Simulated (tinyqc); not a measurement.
Worked calculation: one-electron ion in a basis of Gaussians. One step of it, computed by the program tinyqc.

Question. Generalised eigenproblem. Solve H C = S C e through S^(-1/2); each column has its largest component positive (the first on a tie).

H = T + V (hartree):
```
           1          2          3           4           5            6             7
1  -3.528288  -3.992577  -3.920316   -3.176777   -2.339582    -1.657112     -1.154776
2  -3.992577  -2.741587  -3.202030   -5.795050   -5.828503    -4.653519     -3.409513
3  -3.920316  -3.202030  15.333742   16.700778   -1.076845    -8.336717     -8.518390
4  -3.176777  -5.795050  16.700778  126.917044  140.216999    47.684084      0.216796
5  -2.339582  -5.828503  -1.076845  140.216999  691.629609   766.500265    324.804069
6  -1.657112  -4.653519  -8.336717   47.684084  766.500265  3356.764139   3724.731228
7  -1.154776  -3.409513  -8.518390    0.216796  324.804069  3724.731228  15569.565726
```

S:
```
          1         2         3         4         5         6         7
1  1.000000  0.679230  0.277682  0.095533  0.031447  0.010250  0.003334
2  0.679230  1.000000  0.679306  0.277838  0.095531  0.031450  0.010254
3  0.277682  0.679306  1.000000  0.679498  0.277788  0.095521  0.031456
4  0.095533  0.277838  0.679498  1.000000  0.679220  0.277649  0.095499
5  0.031447  0.095531  0.277788  0.679220  1.000000  0.679260  0.277753
6  0.010250  0.031450  0.095521  0.277649  0.679260  1.000000  0.679398
7  0.003334  0.010254  0.031456  0.095499  0.277753  0.679398  1.000000
```

Give: eigenvalues of S; eigenvalues; coefficients.

Answer.

eigenvalues of S: 0.073  0.143  0.299  0.603  1.140  1.941  2.800

eigenvalues (hartree): -4.490  2.569  37.889  221.500  1097.967  5166.300  24557.607

coefficients:
```
       1       2       3       4       5       6       7
1  0.645  -1.206   0.502  -0.193   0.080  -0.034   0.015
2  0.396   1.253  -1.424   0.633  -0.261   0.111  -0.048
3  0.077   0.012   1.533  -1.406   0.643  -0.272   0.115
4  0.013   0.031  -0.106   1.601  -1.374   0.633  -0.266
5  0.002   0.000   0.031  -0.159   1.619  -1.346   0.610
6  0.000   0.001  -0.003   0.031  -0.177   1.603  -1.279
7  0.000   0.000   0.001  -0.004   0.026  -0.151   1.464
```

For Z = 3 and l = 0 the exact lowest level is -Z^2/(2 n^2) with n = l + 1: -4.500000 hartree.
